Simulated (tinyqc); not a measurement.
# p-n diode with diffusion and depletion-layer recombination: currents and ideality against junction voltage

Abrupt junction in the depletion approximation, low injection, full ionisation, neutral widths fixed, ohmic contact on the p side. Vj is the junction voltage; where a series resistance Rs is given, V = Vj + J Rs is the terminal voltage.

ni = sqrt(Nc Nv) exp(-Eg/(2 Vt)), Eg in volts; D = mu Vt; Ln = sqrt(Dn tn), Lp = sqrt(Dp tp); J0n = q ni^2 Dn coth(wp/Ln)/(Ln Na); J0p = (q ni^2 Dp/(Lp Nd)) (s + tanh(wn/Lp))/(1 + s tanh(wn/Lp)), s = Sp Lp/Dp. J_diff = (J0n + J0p)(exp(Vj/Vt) - 1). Vbi = Vt ln(Na Nd/ni^2), W = sqrt(2 eps0 eps_r (Vbi - Vj)(1/Na + 1/Nd)/q), xp = W Nd/(Na + Nd), xn = W Na/(Na + Nd); u(x) = q Na (x + xp)^2/(2 eps0 eps_r) for x < 0 and Vbi - Vj - q Nd (xn - x)^2/(2 eps0 eps_r) for x > 0; p = Na exp(-u/Vt), n = Nd exp((u - Vbi + Vj)/Vt); U = ni^2 (exp(Vj/Vt) - 1)/(tp (n + ni exp(Et/Vt)) + tn (p + ni exp(-Et/Vt))); J_scr = q times the integral of U from -xp to xn. J = J_diff + J_scr. Ideality = (1/Vt) dVj/d ln J or (1/Vt) dV/d ln J; last column ni^2 exp(Vj/Vt)/N^2.

Inputs (values chosen for the exercise); band and dielectric values close to those of indium phosphide: temperature T = 450 K; band gap Eg = 1.34 eV; relative permittivity eps_r = 12.6; conduction-band density of states at T Nc = 1.03e18 cm^-3; valence-band density of states at T Nv = 2.04e19 cm^-3; acceptor density Na = 7.7e17 cm^-3; donor density Nd = 3.1e16 cm^-3; electron mobility in the p side mun = 1100 cm^2/(V s); hole mobility in the n side mup = 170 cm^2/(V s); electron lifetime tn = 2e-6 s; hole lifetime tp = 2e-7 s; neutral width of the p side wp = 50 um; neutral width of the n side wn = 0.67 um; recombination velocity at the n contact Sp = 10000 cm/s; series resistance Rs = 0.00015 ohm cm^2; trap level above the intrinsic level Et = 0 eV.

Constants: q = 1.602176634e-19 C, kB = 1.380649e-23 J/K, Vt = kB T/q, eps0 = 8.8541878128e-14 F/cm where lengths are in cm. Results are converted to the units shown.

Currents and ideality against junction voltage:
```
Vj (V)	J_diff (A/cm^2)	J_scr (A/cm^2)	J (A/cm^2)	V (V)	ideality against Vj	ideality against V	minority/doping, lighter side
0.27	1.100e-6	1.383e-6	2.482e-6	0.2700	1.331	1.331	2.271e-8
0.34	6.693e-6	3.728e-6	1.042e-5	0.3400	1.193	1.193	1.381e-7
0.41	4.070e-5	1.005e-5	5.076e-5	0.4100	1.097	1.097	8.399e-7
0.48	2.475e-4	2.740e-5	2.749e-4	0.4800	1.046	1.046	5.107e-6
0.56	0.001948	8.828e-5	0.002036	0.5600	1.019	1.019	4.019e-5
0.63	0.01185	2.523e-4	0.01210	0.6300	1.009	1.009	2.444e-4
0.7	0.07203	7.351e-4	0.07277	0.7000	1.004	1.004	0.001486
0.77	0.4380	0.002095	0.4401	0.7701	1.002	1.004	0.009037
0.84	2.663	0.005005	2.668	0.8404	1.001	1.011	0.05495
```

Read the table: what changes, and by how much?

The ideality against Vj falls from 1.33 to 1.00. Diffusion overtakes recombination in the layer between Vj = 0.27 and 0.34 V. J_scr alone has an ideality of 1.82 between the first two rows and 2.07 between the last two.

Program tinyqc, `OMP_NUM_THREADS=1 python tinyqc.py 2260118 2260119 out.jsonl`; Intel Xeon 2.30GHz, shared host, one thread, about 0.01 s.
